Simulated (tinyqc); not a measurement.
Electron mobility of a polar semiconductor by Rode's iterative solution of the Boltzmann equation: one step, computed by the program tinyqc.

The distribution is f(E) + e F l(E) (-df/dE) cos(theta) for a weak field F, theta counted from the force; l(E) is a mean free path. Elastic processes enter by their momentum rate, polar optical phonons by out- and in-scattering terms. One valley only: where upper valleys lie close, measured mobilities are lower. The density n is prescribed, even where a narrow-gap material would have more intrinsic carriers.

Problem. The first two iterations on one ladder of the grid. Iteration: l_new(E) = [v(E) + c+ l(E + hbar w) + c- l(E - hbar w)]/(nu + S_o), from l = 0.

Inputs (values chosen for the exercise, modelled on GaSb): temperature T = 400 K.

Band: Kane. Elastic processes: acoustic, impurity.

Points j = s/2, s/2 + s, ... (the first seven rungs, or as many as the grid holds), rates in 1e12/s:

| E (meV) | v (m/s) | nu | S_o | c+ | c- |
|---|---|---|---|---|---|
| 17.1 | 365497.3 | 6.878427 | 1.665715 | 0.6734566 | 0.000000 |
| 47.5 | 579351.2 | 2.171051 | 3.662116 | 0.8392409 | 0.855062 |
| 77.9 | 708240.6 | 1.386693 | 4.125233 | 0.8918393 | 1.432068 |
| 108.3 | 799734.0 | 1.134866 | 4.245176 | 0.9190111 | 1.679360 |
| 138.7 | 869202.9 | 1.051367 | 4.293309 | 0.9371308 | 1.818790 |
| 169.1 | 924053.4 | 1.042550 | 4.320554 | 0.9511598 | 1.911351 |
| 199.5 | 968524.3 | 1.074265 | 4.341473 | 0.9630377 | 1.979978 |

Give: l after iteration 1; l after iteration 2 (all rungs but the last shown).

Solution.

l after iteration 1 (nm): 42.8  99.3  128.5  148.6  162.6  172.3  178.8

l after iteration 2 (all rungs but the last shown) (nm): 50.6  124.1  178.3  216.5  243.4  262.0

In-scattering lengthens l on the lowest rung by 18.3 % and on the second by 24.9 % in this step.
